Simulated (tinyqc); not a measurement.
Worked calculation: Landau-Devonshire theory of a uniaxial ferroelectric. Computed by tinyqc, a small Python program that keeps every step. Command: `OMP_NUM_THREADS=1 python tinyqc.py 3027526 3027527 out.jsonl ferro walk`. One thread of a shared host (Intel(R) Xeon(R) Processor @ 2.30GHz), about 0.01 s of CPU time with the checks. Intermediate numbers are printed to about 7 digits and carried at full precision; extremes and crossings named in words are read from the listed rows.

G(P) = (alpha/2) P^2 + (beta*/4) P^4 + (gamma/6) P^6 - E P per volume, SI units, one domain, P along the polar axis, which is normal to the film.

Inputs (values chosen for the exercise, for a model ferroelectric):

| quantity | value | unit |
|---|---|---|
| alpha_0 | 1.74e+06 | J m/(C^2 K) |
| Curie-Weiss temperature T0 | 440 | K |
| beta | 2.36e+08 | J m^5/C^4 |
| gamma | 6.04e+08 | J m^9/C^6 |
| temperature T | 187 | K |
| misfit strain u_m | -0.015 | - |
| electrostriction Q12 | -0.036 | m^4/C^2 |
| compliance s11 + s12 | 6.7e-12 | m^2/N |
| applied field E | 79 | MV/m |
| film thickness d | 3.7 | nm |
| screening length lambda | 0.035 | nm |
| background permittivity eps_b | 10 | - |
| gradient coefficient g | 4.5e-11 | J m^3/C^2 |
| series capacitance C_d | 3.1 | microfarad/cm^2 |
| start of Newton steps P0/Ps | 1 | - |

Sample: epitaxial film.

Constants: eps_0 = 8.8541878128e-12 F/m.

## Coefficients at T

alpha = alpha_0 (T - T0*), with clamping: T0* = T0 + 4 Q12 u_m/(alpha_0 (s11 + s12)), beta* = beta + 4 Q12^2/(s11 + s12).

T0* = 625.2805 K

alpha = -7.626081e+08 J m/C^2

beta* = 1.009731e+09 J m^5/C^4

Compression raises T0 by 185 K. beta* > 0: the transition is of second order.

## Spontaneous polarisation, susceptibility, coercive field

Ps^2 = [-beta* + sqrt(beta*^2 - 4 alpha gamma)]/(2 gamma). chi = 1/(eps_0 G''), G'' = alpha + 3 beta* P^2 + 5 gamma P^4 at Ps. Ps, chi and the coercive field are for perfect screening, without a depolarising field. The intrinsic coercive field is |alpha P + beta* P^3 + gamma P^5| at the P_c where G'' = 0. 1 C/m^2 = 100 microcoulomb/cm^2.

spontaneous polarisation Ps = 75.13888 microcoulomb/cm^2

susceptibility chi = 59.12289

well depth G(Ps) = -116.6975 MJ/m^3

P_c = 45.65503 microcoulomb/cm^2

intrinsic coercive field = 240.0997 MV/m

P_c/Ps = 0.608, above the 0.577 of a quartic well, as the sixth-order term matters. Real switching runs by domain nucleation at far lower fields. Caution: far below T0* the expansion with linear alpha(T) is only a fit.

## Polarisation in the field by Newton steps

Solve G'(P) = alpha P + beta* P^3 + gamma P^5 - E = 0 by P(new) = P - G'/G'' from P0; stop when the step is below 1e-11 C/m^2 (G' under 1e-6 MV/m is shown as 0).

Newton steps:

| step | P (microcoulomb/cm^2) | G' (MV/m) | G'' (MJ m/C^2) |
|---|---|---|---|
| 1 | 75.13888 | -7.900000e+01 | 1910.274 |
| 2 | 79.27441 | 8.594271e+00 | 2333.790 |
| 3 | 78.90616 | 7.313234e-02 | 2294.136 |
| 4 | 78.90297 | 5.444232e-06 | 2293.795 |
| 5 | 78.90297 | 0 | 2293.795 |

P at the end of the steps = 78.90297 microcoulomb/cm^2

1/(eps_0 G'') there = 49.23758

The linear estimate Ps + eps_0 chi E gives 79.274; the field lowers chi by 16.7 %.

## The 180-degree wall

With the term (g/2) (dP/dx)^2, (g/2) P'^2 = G(P) - G(Ps) across the wall: energy = int_(-Ps)^(Ps) sqrt(2 g [G(P) - G(Ps)]) dP (40 Gauss-Legendre points); width = 2 Ps over the slope at P = 0, sqrt(2 |G(Ps)|/g). Elastic coupling inside the wall is left out.

wall energy = 104.2413 mJ/m^2

wall width = 0.6598651 nm

Caution: a wall under 0.8 nm, some two lattice spacings, wide is outside the continuum picture.

## A capacitor with imperfect screening

Between shorted electrodes with screening length lambda each, the depolarising field is -k P, k = 2 lambda/(eps_0 (d + 2 lambda eps_b)), so alpha turns into alpha + k. The polar state is the lowest uniform state while alpha + k < 0 (beta* > 0) or < 3 beta*^2/(16 gamma) (beta* < 0); setting the equality gives the critical thickness d_c.

depolarising coefficient k = 1.796787e+09 J m/C^2

polarisation of the film = 0 microcoulomb/cm^2

size of the depolarising field = 0 MV/m

critical thickness d_c = 9.666876 nm

The film is thinner than d_c, so the uniform polar state is not the lowest one; a real film may break into domains or be non-polar.

## Thickness series

Domains are left out, though they can pre-empt both the loss of P and the state at P = 0. The second and third columns are for the shorted capacitor, polar only where it is the lowest uniform state: alpha + k < 0 (beta* > 0) or < 3 beta*^2/(16 gamma) (beta* < 0). The last column is another circuit, the film in series with C_d at P = 0: 1/C = (alpha d)/(1 + alpha eps_0 eps_b) + 1/C_d, and P = 0 is locally stable while 1/C > 0; a dash marks the rest.

Against thickness:

| d (nm) | P (microcoulomb/cm^2) | depolarising field (MV/m) | C of the stack / C_d |
|---|---|---|---|
| 1 | 0.00000 | 0.0000 | 1.026012 |
| 2 | 0.00000 | 0.0000 | 1.053414 |
| 3 | 0.00000 | 0.0000 | 1.082319 |
| 5 | 0.00000 | 0.0000 | 1.145165 |
| 8 | 0.00000 | 0.0000 | 1.254425 |
| 15 | 47.53951 | 239.3891 | 1.613661 |
| 30 | 63.48603 | 163.4892 | 4.176797 |
| 60 | 69.66747 | 90.7383 | - |
| 150 | 73.02219 | 38.3081 | - |

The polar state appears between 8 and 15 nm (d_c = 9.67 nm), and at 150 nm P is 97.2 % of Ps. The stack exceeds C_d wherever it is stable, up to 4.18 times: the ferroelectric held at P = 0 acts as a negative capacitance.

Checks made by the program: Ps against a numerical root of G'(P)/P (relative difference below 1e-10).
